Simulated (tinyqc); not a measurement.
Thin film modes against wave vector: bulk, surface, particle and sheet plasmons.

Zero temperature, parabolic band: kF = (3 pi^2 n)^(1/3), EF = c kF^2/m, Ep^2 = 8 pi c e2 n/(m eb), qTF^2 = 6 pi e2 n/(eb EF), c = hbar^2/2m0, e2 = e^2/(4 pi eps0), n in 1/angstrom^3 (1e-24 per 1/cm^3).

Constants: hbar^2/2m0 = 3.80998211 eV angstrom^2; e^2/(4 pi eps0) = 14.39964547 eV angstrom.

Values chosen for the exercise (mass and background constant near those of GaAs; polar phonons, which mix with the plasmon in the real crystal, and the rise of the mass with filling are left out; the results hold for these values, not for the real material): n = 1.7e+19 1/cm^3 (electron density); m = 0.0658 m0 (mass); eb = 10.9 (background dielectric constant); ed = 1 (dielectric constant of the surroundings); d = 50 angstrom (film thickness).

Drude medium eps = eb (1 - Ep^2/E^2), no retardation. A film of thickness d has modes eps = -ed coth(q d/2) (lower) and eps = -ed tanh(q d/2) (upper); a sheet with ns = n d has E^2 = 4 pi c e2 ns q/(m ed). One surface: eps = -ed; small sphere: eps = -2 ed.

Modes (meV):
```
q d,q (1/angstrom),lower,upper,sheet
0.020,0.000400,56.68,180.7,59.69
0.050,0.00100,83.65,180.6,94.37
0.10,0.00200,107.3,180.4,133.5
0.20,0.00400,130.5,180.0,188.7
0.50,0.0100,154.2,178.8,298.4
1.0,0.0200,165.1,177.1,422.0
2.0,0.0400,170.8,174.8,596.9
8.0,0.160,173.0,173.0,1194
```

Give the missing row, q d = 4.0.

Computed row:
```
q d  q (1/angstrom)  lower  upper  sheet
4.0          0.0800  172.7  173.3  844.1
```

bulk, surface, sphere (meV): 180.8  173.0  166.2

At small q d the lower mode tends to the sheet law sqrt(q) (no listed row is yet within 5 %) and the upper one starts near the bulk value. At q d = 8 the two are 0.0098 meV apart around the surface value 173 meV. Retardation, left out here, matters where q is below about three times sqrt(ed) E/(hbar c), hbar c = 1973.27 eV angstrom: that holds for 0 of the rows (from the top) for the lower mode and 0 for the upper one. From q d = 2 on q exceeds half of kF = 0.0795 1/angstrom, where a local dielectric function has failed; it does so earlier, once hbar vF q nears the mode energy.

Run: tinyqc, `OMP_NUM_THREADS=1 python tinyqc.py 1651154 1651155 out.jsonl`; Intel(R) Xeon(R) Processor @ 2.30GHz, one thread, shared host; about 0.01 s of CPU time with all checks.
